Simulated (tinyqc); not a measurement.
## Level and coupling from the resonance

Inverse problem. One site of energy u is joined by hoppings -tc to two semi-infinite chains with hopping -t, t = 1 eV, and site energy 0. Each gives Sigma = tc^2 (E - i sqrt(4 t^2 - E^2))/(2 t^2) and Gamma = -2 Im Sigma; T(E) = 1 where E - u - 2 Re Sigma = 0. Find tc and u.

energy of full transmission = 0.055803571 eV
Gamma of one lead at that energy = 0.92443995 eV

Solution. Gamma = tc^2 sqrt(4 t^2 - E^2)/t^2 gives tc, and u = E (1 - tc^2/t^2).

tc = 0.680 eV
u = 0.0300 eV

Computed by the program tinyqc: `OMP_NUM_THREADS=1 python tinyqc.py 2660123 2660124 out.jsonl`, one thread of a shared Intel Xeon 2.30GHz, about 0.02 s for the whole run.
